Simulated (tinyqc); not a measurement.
# Inputs raised by 5 %, one at a time

Model: Keating valence-force model of a tetrahedral crystal. Computed by tinyqc, a small Python program. Command: `OMP_NUM_THREADS=1 python tinyqc.py 3009885 3009886 out.jsonl keating sens`. One thread of a shared host (Intel(R) Xeon(R) Processor @ 2.30GHz), about 0.09 s of CPU time with the checks.

Atom A sits at 0 and atom B at a/4 (1,1,1) of an fcc lattice; the four bonds from A are t = a/4 (1,1,1), a/4 (1,-1,-1), a/4 (-1,1,-1), a/4 (-1,-1,1), of length d = sqrt(3) a/4. Energy: E = (3 alpha/(8 d^2)) sum over bonds (r.r - d^2)^2 + (3 beta/(8 d^2)) sum over pairs of bonds at one atom (r_i.r_j + d^2/3)^2, with beta_A for the six pairs at A and beta_B for the six at B. The cell holds two atoms, Omega = a^3/4. 1 N/m = 1 J/m^2. With constants fitted to the elastic moduli this model puts optical and zone-boundary frequencies of real crystals too high, by up to about 20 % in elemental crystals and up to about 50 % in compounds, and mostly by more for TA modes; in compounds the lattice part of the static dielectric constant then comes out too low.

Inputs (values chosen for the exercise, modelled on indium phosphide):
```
quantity,value,unit
mass M_A,114.82,u
mass M_B,30.97,u
bond stretching alpha,42.6,N/m
bond bending beta_A,5.79,N/m
bond bending beta_B,5.79,N/m
mesh divisions n,6,-
temperature T,77,K
```

Structure: zinc blende.

Constants: nu for 1 eV/(angstrom^2 u) = 15.6333042 THz; 1 eV/angstrom^2 = 16.02176634 J/m^2; 1 THz = 33.35640952 1/cm; h x 1 THz = 4.135667696 meV; k_B = 8.617333262e-05 eV/K.

Method:
- beta = (beta_A + beta_B)/2; mu = M_A M_B/(M_A + M_B); lambda = 4 (alpha + beta)/mu with the springs in eV/angstrom^2; nu = 15.6333042 THz x sqrt(lambda).
- With displacements u exp(i q.r), each bracket changes by g.u, where g = (g_A, g_B): bond t, g = (-2 t, 2 t exp(i q.t)); pair (i, j) at A, g = (-(t_i + t_j), t_i exp(i q.t_j) + t_j exp(i q.t_i)); pair at B, g = (-t_i exp(-i q.t_j) - t_j exp(-i q.t_i), t_i + t_j). Then D_mn = sum over the 4 bonds and 12 pairs of (4 k/a^2) conj(g_m) g_n / sqrt(M_m M_n), with k = alpha or beta converted to eV/angstrom^2. Only the short-range forces enter; the Coulomb field of the charges is left out.
- An eigenvalue lambda of D in eV/(angstrom^2 u) gives nu = 15.6333042 THz x sqrt(lambda).
- Take the lowest frequency at X = (1, 0, 0) 2 pi/a, the transverse acoustic (TA) mode.
- Mesh: q = sum_i (m_i + 1/2)/n b_i, m_i = 0..n-1, with b = [[-1, 1, 1], [1, -1, 1], [1, 1, -1]] in 2 pi/a; sums over the six modes are averaged over the n^3 points and halved, per atom.
- With x = h nu/(k_B T) and n = 1/(exp(x) - 1) for each mode: F = k_B T [x/2 + ln(1 - exp(-x))], U = k_B T x (n + 1/2), S/k_B = x n - ln(1 - exp(-x)), C/k_B = x^2 n (n + 1).
- The acoustic share counts the three lowest modes at each q; zero-point energy = sum h nu/2.

Runs:
```
input moved,from,to,nu_TO at G (THz),TA frequency at X (THz),entropy S (k_B/atom),zero-point energy (meV/atom)
base run,-,-,11.00,3.039,0.8122,42.97
mass M_A (u),114.82,120.561,10.95,2.978,0.8350,42.65
mass M_B (u),30.97,32.5185,10.79,3.027,0.8182,42.26
bond stretching alpha (N/m),42.6,44.73,11.24,3.043,0.8041,43.80
bond bending beta_A (N/m),5.79,6.0795,11.02,3.075,0.8024,43.10
temperature T (K),77,80.85,11.00,3.039,0.8701,42.97
```

Exponents ln(y'/y) / ln(x'/x):
```
input,nu_TO at G,TA frequency at X,entropy S,zero-point energy
mass M_A,-0.104,-0.422,0.566,-0.155
mass M_B,-0.392,-0.082,0.151,-0.342
bond stretching alpha,0.441,0.025,-0.207,0.390
bond bending beta_A,0.031,0.240,-0.251,0.059
temperature T,0.000,0.000,1.411,0.000
```

Among the inputs moved here: nu_TO at G answers most in size to bond stretching alpha (exponent +0.441), next to mass M_B (-0.392); its exponent is below 0.0005 for temperature T. TA frequency at X answers most in size to mass M_A (exponent -0.422), next to bond bending beta_A (+0.240); its exponent is below 0.0005 for temperature T. entropy S answers most in size to temperature T (exponent +1.411), next to mass M_A (+0.566). Zero-point energy answers most in size to bond stretching alpha (exponent +0.390), next to mass M_B (-0.342); its exponent is below 0.0005 for temperature T.

Extremes, crossings and ranges named in words are read from the listed rows.
